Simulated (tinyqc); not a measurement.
## MESFET, gradual channel with velocity saturation: effect of the gate length on saturation

A uniformly doped n-type channel, depleted from the top by a Schottky gate; at channel potential V the depleted share of a is u = sqrt((Vbi - Vg + V)/Vp), s at the source. Electrons drift with v = mu E/(1 + mu E/vsat). Abrupt depletion edge, no series resistance, source at 0.

Vbi = phiB - Vt ln(Nc/Nd); Vp = q Nd a^2/(2 eps0 eps_r); G0 = q mu Nd a W/L; Z = mu Vp/(vsat L); s = sqrt((Vbi - Vg)/Vp). I = (G0 Vp/3) F/(1 + Z (u^2 - s^2)), F = 3 (u^2 - s^2) - 2 (u^3 - s^3), with u at V = Vd; Z = 0 gives constant mobility, for which u stops at 1. The current peaks at u = um, the root of (1 - u)(1 + Z (u^2 - s^2)) = Z F/3; beyond Vdsat = Vp (um^2 - s^2) it is held at that value. gm = G0 (um - s)/(1 + Z (um^2 - s^2)).

Inputs (values chosen for the exercise); material values close to those of gallium arsenide:
- T = 350 K (temperature)
- eps_r = 12.8 (relative permittivity of the semiconductor)
- Nc = 5.62e17 cm^-3 (conduction-band density of states at T)
- Nd = 2.7e17 cm^-3 (donor density of the channel)
- a = 120 nm (channel thickness)
- mu = 3700 cm^2/(V s) (low-field mobility at this doping)
- vsat = 1e7 cm/s (saturation velocity)
- W = 50 um (gate width)
- phiB = 0.97 V (Schottky barrier)
- Vg = -0.5 V (gate voltage)

Constants: q = 1.602176634e-19 C, kB = 1.380649e-23 J/K, Vt = kB T/q, eps0 = 8.8541878128e-14 F/cm where lengths are in cm. Results are converted to the units shown.

Results:
```
L (um)       Z      um  Vdsat (V)  Isat (mA)  Isat for Z = 0 (mA)  gm (mS)
0.1      101.7  0.7798     0.2233      5.715                162.1    5.595
0.21     48.42  0.8000     0.3111      5.190                77.20    5.234
0.97     10.48  0.8583     0.5768      3.677                16.71    4.099
2.1      4.842  0.8935     0.7463      2.763                7.720    3.313
4.4      2.311  0.9264     0.9104      1.912                3.684    2.479
9.4      1.082  0.9546      1.056      1.178                1.725    1.651
20      0.5084  0.9746      1.162     0.6602               0.8106   0.9829
```

Estimate the missing row, L = 0.45 um.

Computed row:
```
L (um)      Z      um  Vdsat (V)  Isat (mA)  Isat for Z = 0 (mA)  gm (mS)
0.45    22.60  0.8264     0.4291      4.505                36.02    4.741
```

With this row back in the table: As L goes from 0.1 to 20 um, Vdsat rises from 0.223 to 1.16 V, Isat falls from 5.72 to 0.660 mA and gm falls from 5.60 to 0.983 mS. Isat is 0.0353 of the constant-mobility value in the first row and 0.815 in the last. Isat goes as L^(-0.13) between the first two rows and as L^(-0.77) between the last two; constant mobility gives 1/L, and short gates gain less because the velocity is capped. For L = 0.1 to 0.21 um the gate is shorter than 2 a, outside the gradual-channel approximation. In every row Nd is not small against Nc, so the Boltzmann form of Vbi is rough.

Numbers from tinyqc (`OMP_NUM_THREADS=1 python tinyqc.py 2500112 2500113 out.jsonl`; about 0.07 s on one thread of a shared Intel Xeon 2.30GHz).
